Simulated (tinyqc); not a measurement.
Worked calculation: UKS/LDA (PW92) in the sto-3g basis, for BeH, spin multiplicity 2. One step of it, computed by the program tinyqc.

Problem. Iteration 1: building the Kohn-Sham matrix. J_ij = sum D_kl (ij|kl) with D = D(alpha) + D(beta); F = H + J + V_xc; E = tr D H + tr D J / 2 + E_xc + E_nn.

D(alpha) at the start, lower triangle:
```
            1Be 1s     1Be 2s    1Be 2px    1Be 2py    1Be 2pz     2H 1s
1Be 1s    0.326539
1Be 2s    0.162578   0.449336
1Be 2px  -0.235336  -0.161473   0.470243
1Be 2py   0.063882  -0.070354   0.325054   0.476789
1Be 2pz   0.110278  -0.390202  -0.213193  -0.082502   0.693769
2H 1s    -0.349241   0.012572   0.048790  -0.339322  -0.228786  0.578198
```

D(beta) at the start, lower triangle:
```
            1Be 1s     1Be 2s    1Be 2px    1Be 2py    1Be 2pz     2H 1s
1Be 1s    0.280614
1Be 2s    0.179075   0.443409
1Be 2px  -0.309014  -0.135006   0.352041
1Be 2py  -0.080003  -0.018666   0.094220   0.025996
1Be 2pz   0.111909  -0.390789  -0.210575  -0.077389   0.693711
2H 1s    -0.217835  -0.034633   0.259605   0.072376  -0.233455  0.202203
```

core Hamiltonian H = T + V (hartree), lower triangle:
```
            1Be 1s     1Be 2s    1Be 2px    1Be 2py    1Be 2pz      2H 1s
1Be 1s   -8.076113
1Be 2s   -1.986496  -2.310889
1Be 2px   0.000000   0.000000  -1.832788
1Be 2py   0.000000   0.000000   0.000000  -1.832788
1Be 2pz  -0.005041  -0.054254   0.000000   0.000000  -1.862794
2H 1s    -0.032032  -0.225662   0.000000   0.000000  -0.310394  -1.302551
```

Two-electron integrals (ij|kl) in chemists' order, unique and non-zero (hartree):
```
(11|11) 2.298831   (21|11) 0.392036   (21|21) 0.079539   (22|11) 0.570988
(22|21) 0.143041   (22|22) 0.417683   (31|31) 0.014607   (32|31) 0.021888
(32|32) 0.092265   (33|11) 0.569578   (33|21) 0.143083   (33|22) 0.417589
(33|33) 0.449859   (41|41) 0.014607   (42|41) 0.021888   (42|42) 0.092265
(43|43) 0.024249   (44|11) 0.569578   (44|21) 0.143083   (44|22) 0.417589
(44|33) 0.401360   (44|44) 0.449859   (51|51) 0.014607   (52|51) 0.021888
(52|52) 0.092265   (53|53) 0.024249   (54|54) 0.024249   (55|11) 0.569578
(55|21) 0.143083   (55|22) 0.417589   (55|33) 0.401360   (55|44) 0.401360
(55|55) 0.449859   (61|11) 0.005894   (61|21) 0.001209   (61|22) 0.002235
(61|33) 0.002215   (61|44) 0.002215   (61|51) 0.000139   (61|52) 0.000265
(61|55) 0.002276   (61|61) 0.000020   (62|11) 0.037455   (62|21) 0.009643
(62|22) 0.034025   (62|33) 0.032564   (62|44) 0.032564   (62|51) 0.001170
(62|52) 0.009216   (62|55) 0.036903   (62|61) 0.000169   (62|62) 0.006344
(63|31) 0.000504   (63|32) 0.003005   (63|53) 0.001269   (63|63) 0.000330
(64|41) 0.000504   (64|42) 0.003005   (64|54) 0.001269   (64|64) 0.000330
(65|11) 0.051263   (65|21) 0.013259   (65|22) 0.047905   (65|33) 0.045457
(65|44) 0.045457   (65|51) 0.001785   (65|52) 0.014079   (65|55) 0.052739
(65|61) 0.000236   (65|62) 0.009659   (65|65) 0.014799   (66|11) 0.208990
(66|21) 0.054235   (66|22) 0.208104   (66|33) 0.198559   (66|44) 0.198559
(66|51) 0.005038   (66|52) 0.053217   (66|55) 0.226915   (66|61) 0.000932
(66|62) 0.057186   (66|65) 0.090386   (66|66) 0.774606
```

nuclear repulsion = 0.83598296 hartree

V_xc(alpha) (hartree), lower triangle:
```
            1Be 1s     1Be 2s    1Be 2px    1Be 2py    1Be 2pz      2H 1s
1Be 1s   -1.068705
1Be 2s   -0.183602  -0.348398
1Be 2px   0.013253   0.029520  -0.343233
1Be 2py  -0.000918   0.003334  -0.019812  -0.341134
1Be 2pz   0.006279   0.044244   0.019816   0.002224  -0.354932
2H 1s    -0.002710  -0.031497   0.001483   0.000381  -0.047347  -0.402976
```

V_xc(beta) (hartree), lower triangle:
```
            1Be 1s     1Be 2s    1Be 2px    1Be 2py    1Be 2pz      2H 1s
1Be 1s   -1.026971
1Be 2s   -0.174077  -0.321183
1Be 2px   0.016691   0.034839  -0.321554
1Be 2py   0.003289   0.004892  -0.009636  -0.300184
1Be 2pz   0.007382   0.051910   0.024827   0.004016  -0.336125
2H 1s    -0.002563  -0.025937   0.001698   0.000291  -0.038546  -0.318738
```

E_xc = sum of w rho eps_xc = -1.81775475 hartree

Give: Coulomb J; F(alpha); F(beta); total energy of this density.

Solution.

Coulomb J (hartree), lower triangle:
```
          1Be 1s   1Be 2s  1Be 2px  1Be 2py  1Be 2pz   2H 1s
1Be 1s    3.8257
1Be 2s    0.8365   2.0641
1Be 2px  -0.0286  -0.0767   2.0540
1Be 2py  -0.0046  -0.0187   0.0203   2.0385
1Be 2pz  -0.0256  -0.1066  -0.0198  -0.0084   2.0965
2H 1s     0.0126   0.1754  -0.0032  -0.0011   0.2513  1.3642
```

F(alpha) (hartree), lower triangle:
```
          1Be 1s   1Be 2s  1Be 2px  1Be 2py  1Be 2pz    2H 1s
1Be 1s   -5.3191
1Be 2s   -1.3336  -0.5952
1Be 2px  -0.0153  -0.0472  -0.1221
1Be 2py  -0.0056  -0.0154   0.0005  -0.1355
1Be 2pz  -0.0244  -0.1166   0.0000  -0.0062  -0.1212
2H 1s    -0.0221  -0.0817  -0.0017  -0.0008  -0.1064  -0.3414
```

F(beta) (hartree), lower triangle:
```
          1Be 1s   1Be 2s  1Be 2px  1Be 2py  1Be 2pz    2H 1s
1Be 1s   -5.2773
1Be 2s   -1.3241  -0.5680
1Be 2px  -0.0119  -0.0418  -0.1004
1Be 2py  -0.0013  -0.0138   0.0107  -0.0945
1Be 2pz  -0.0233  -0.1089   0.0051  -0.0044  -0.1024
2H 1s    -0.0220  -0.0762  -0.0015  -0.0008  -0.0976  -0.2571
```

total energy of this density = -9.199409 hartree

This density is the starting one.
